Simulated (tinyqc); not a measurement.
Field dependence: Hall effect and magnetoresistance of several carrier groups with constant relaxation times. Computed by tinyqc, a small Python program. Command: `OMP_NUM_THREADS=1 python tinyqc.py 3030654 3030655 out.jsonl hall2 walk`. One thread of a shared host (Intel(R) Xeon(R) Processor @ 2.30GHz), about 0.01 s of CPU time with the checks.

Group 1 has charge +e and group 2 charge +e; s_i is that sign. B lies along z; mu B is formed with mu in m^2/(V s).

Inputs (values chosen for the exercise, for a model conductor):
```
quantity        value        unit
density n1    3.6e+16      1/cm^3
mobility mu1     2900  cm^2/(V s)
density n2    3.2e+17      1/cm^3
mobility mu2      180  cm^2/(V s)
```

Carriers: light and heavy holes. Densities: per volume.

Constants: e = 1.602176634e-19 C.

Method:
- Weak field: R_H(0) = sum s_i n_i mu_i^2/(e (sum n_i mu_i)^2); MR = c B^2 with c = n1 n2 mu1 mu2 (s1 mu1 - s2 mu2)^2/(n1 mu1 + n2 mu2)^2. Strong field: R_H = 1/(e sum s_i n_i); rho_xx saturates at (n1/mu1 + n2/mu2)/(e (sum s_i n_i)^2).
- sigma_xx = sum n_i e mu_i/(1 + mu_i^2 B^2); sigma_xy = sum s_i n_i e mu_i^2 B/(1 + mu_i^2 B^2).
- rho_xx = sigma_xx/(sigma_xx^2 + sigma_xy^2); Hall coefficient R_H = sigma_xy/(B (sigma_xx^2 + sigma_xy^2)), with B in V s/cm^2 (1 T = 1e-4 V s/cm^2); magnetoresistance MR = rho_xx(B)/rho_xx(0) - 1.

saturation MR = 128.831 %

Against the field:
```
B (T)       mu1 B  rho_xx (ohm cm)  R_H (cm^3/C)      MR (%)
0.17   4.9300e-02         0.038547        74.448  4.8974e-02
0.52   1.5080e-01         0.038704        74.268  4.5677e-01
1.4    4.0600e-01         0.039776        73.038  3.2391e+00
3.4    9.8600e-01         0.045081        66.953  1.7010e+01
8.6    2.4940e+00         0.063009        46.388  6.3541e+01
21     6.0900e+00         0.080867        25.902  1.0989e+02
52     1.5080e+01         0.086807        19.089  1.2531e+02
140    4.0600e+01         0.087972        17.752  1.2833e+02
410    1.1890e+02         0.088141        17.558  1.2877e+02
```

MR starts as B^2.00 and ends as B^0.00; it saturates at 129 %. One group alone would show no magnetoresistance in this model. The rows with mu1 B well above 1 show the semiclassical limit; Landau quantisation is left out. Fields above 100 T are beyond ordinary laboratory magnets.
